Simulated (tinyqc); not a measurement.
MOS inversion layer, Poisson-Schroedinger loop: one step of the calculation.

Electrons confined at an insulator interface at z = 0, treated as a hard wall; parabolic valleys, Hartree approximation, no image or exchange terms. The depletion charge lies far deeper than the electrons and gives a uniform field q Nd/(eps0 eps_r); the gate balances all charge. Energies are counted from the band edge at the interface.

Problem. Density, output potential and mixing. n_i = sum_k N_k |psi_k|^2 (converted to cm^-3). Hartree part by Gauss: on the interval before node i the electrons still beyond are S_i = Ns - hz sum_(j<i) n_j, and U_i = U_(i-1) + q S_i hz/(eps0 eps_r) in eV, U_0 = 0 at the interface. Mixing: U(new) = U + a (U(out) - U).

Values chosen for this exercise; masses and permittivity close to those of silicon (100):
```
symbol   value   unit                     meaning
eps_r     11.6              relative permittivity
Ns      7.2e11  cm^-2  sheet density of electrons
a          0.5                      mixing factor
```

Constants: q = 1.602176634e-19 C, eps0 = 8.8541878128e-14 F/cm where lengths are in cm. Results are converted to the units shown.

| node | z (nm) | self-consistent potential U at the start (eV) | \|psi\|^2 of A1 (1/nm) | \|psi\|^2 of A2 (1/nm) | \|psi\|^2 of B1 (1/nm) | \|psi\|^2 of B2 (1/nm) |
|---|---|---|---|---|---|---|
| 1 | 1.1 | 0 | 0.20689200 | 0.17462432 | 0.04864179 | 0.04639442 |
| 2 | 2.2 | 0 | 0.35237330 | 0.06391314 | 0.14278685 | 0.09875713 |
| 3 | 3.3 | 0 | 0.23227480 | 0.03837513 | 0.20099832 | 0.06809518 |
| 4 | 4.4 | 0 | 0.08915504 | 0.22878708 | 0.19464468 | 0.00923680 |
| 5 | 5.5 | 0 | 0.02320980 | 0.23555836 | 0.14648719 | 0.01088986 |
| 6 | 6.6 | 0 | 0.00444228 | 0.11935007 | 0.09091176 | 0.07402061 |
| 7 | 7.7 | 0 | 0.00065750 | 0.03817239 | 0.04817166 | 0.13678779 |
| 8 | 8.8 | 0 | 0.00007794 | 0.00862284 | 0.02229571 | 0.15489708 |
| 9 | 9.9 | 0 | 0.00000759 | 0.00146773 | 0.00916079 | 0.13020118 |
| 10 | 11 | 0 | 0.00000062 | 0.00019645 | 0.00338211 | 0.08810852 |
| 11 | 12.1 | 0 | 0.00000004 | 0.00002132 | 0.00113262 | 0.05016016 |
| 12 | 13.2 | 0 | 0.00000000 | 0.00000192 | 0.00034667 | 0.02469024 |
| 13 | 14.3 | 0 | 0.00000000 | 0.00000015 | 0.00009758 | 0.01070288 |
| 14 | 15.4 | 0 | 0.00000000 | 0.00000001 | 0.00002538 | 0.00413659 |
| 15 | 16.5 | 0 | 0.00000000 | 0.00000000 | 0.00000612 | 0.00143405 |
| 16 | 17.6 | 0 | 0.00000000 | 0.00000000 | 0.00000136 | 0.00044287 |
| 17 | 18.7 | 0 | 0.00000000 | 0.00000000 | 0.00000027 | 0.00011584 |
| 18 | 19.8 | 0 | 0.00000000 | 0.00000000 | 0.00000004 | 0.00001971 |

N_k (cm^-2): A1 2.0013669e11, A2 8.1018673e10, B1 3.6494603e11, B2 7.3898601e10

Give: n; U(out); U after round 1.

Solution.

| node | n (1e18 cm^-3) | U(out) (eV) | U after round 1 (eV) |
|---|---|---|---|
| 1 | 0.7673 | 0.012355 | 0.006177 |
| 2 | 1.3511 | 0.023261 | 0.011630 |
| 3 | 1.2798 | 0.031617 | 0.015808 |
| 4 | 1.0810 | 0.037557 | 0.018779 |
| 5 | 0.7799 | 0.041457 | 0.020729 |
| 6 | 0.4921 | 0.043885 | 0.021943 |
| 7 | 0.3091 | 0.045384 | 0.022692 |
| 8 | 0.2030 | 0.046300 | 0.023150 |
| 9 | 0.1309 | 0.046833 | 0.023416 |
| 10 | 0.0776 | 0.047118 | 0.023559 |
| 11 | 0.0412 | 0.047257 | 0.023629 |
| 12 | 0.0195 | 0.047318 | 0.023659 |
| 13 | 0.0083 | 0.047343 | 0.023671 |
| 14 | 0.0031 | 0.047352 | 0.023676 |
| 15 | 0.0011 | 0.047354 | 0.023677 |
| 16 | 0.0003 | 0.047355 | 0.023678 |
| 17 | 0.0001 | 0.047355 | 0.023678 |
| 18 | 0.0000 | 0.047355 | 0.023678 |

tinyqc, about 0.8 s, one thread, Intel Xeon 2.30GHz (shared host): `OMP_NUM_THREADS=1 python tinyqc.py 2160078 2160079 out.jsonl`
